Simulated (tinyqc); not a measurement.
## Bandgap voltage reference from two bipolar transistors: effect of the offset of the amplifier

Two transistors of area 1 and N carry the same current I. Is(T) = Is (T/T0)^eta exp[(Vg0 q/kB)(1/T0 - 1/T)], VBE1 = Vt ln(I/Is(T)) + I rb, VBE2 = Vt ln(I/(N Is(T))) + I rb/N. The amplifier forces I R1(T) = VBE1 - VBE2 + Vos, with R(T) = R (1 + tc (T - T0)) for both resistors, and the output is Vref = VBE1 + I R2(T). Base currents and the Early effect are neglected.

Vt = kB T/q; I = (Vt ln N + Vos)/(R1(T) - rb (1 - 1/N)). Box coefficient: span of Vref between 233 and 398 K over its average over T and over 165 K. The last column is the R2 that gives zero slope at T0.

Values chosen for this exercise; values of the order met in silicon bipolar transistors: reference temperature T0 = 300 K; band-gap voltage extrapolated to 0 K Vg0 = 1.187 V; temperature exponent of the saturation current eta = 3.3; saturation current of the unit transistor at T0 Is = 1.3e-18 A; area ratio of the second transistor N = 4; resistor across which the difference of VBE falls, at T0 R1 = 7.5 kohm; temperature coefficient of both resistors tc = 400 ppm/K; series resistance of the unit transistor rb = 69 ohm; output resistor at T0 R2 = 101.1 kohm.

Constants: q = 1.602176634e-19 C, kB = 1.380649e-23 J/K. Results are converted to the units shown.

Result of one run:
```
I at T0 (uA)	Vref at T0 (V)	slope at T0 (uV/K)	box coefficient (ppm/K)	R2 for zero slope (kohm)
5.483	1.306	-49.80	44.99	104.2
```

Which offset of the amplifier Vos gave this result: -5, -1, 0 or 5 mV?

Vos = 5 mV.

The whole series:
```
Vos (mV)	I at T0 (uA)	Vref at T0 (V)	slope at T0 (uV/K)	box coefficient (ppm/K)	R2 for zero slope (kohm)
-5	4.140	1.163	-49.06	49.94	104.2
-3	4.409	1.192	-49.83	49.32	104.2
-1	4.677	1.221	-50.22	48.46	104.2
0	4.812	1.235	-50.30	47.95	104.2
1	4.946	1.249	-50.30	47.41	104.2
3	5.214	1.278	-50.15	46.24	104.2
5	5.483	1.306	-49.80	44.99	104.2
```

As Vos goes from -5 to 5, Vref rises from 1.163 to 1.306 V and the box coefficient falls from 49.9 to 45.0 ppm/K. Each mV of offset moves Vref by 14.3 mV, about R2/R1 = 13.5 plus the change of VBE1 with the current.

Program tinyqc, `OMP_NUM_THREADS=1 python tinyqc.py 2062063 2062064 out.jsonl`; Intel Xeon 2.30GHz, shared host, one thread, about 0.02 s.
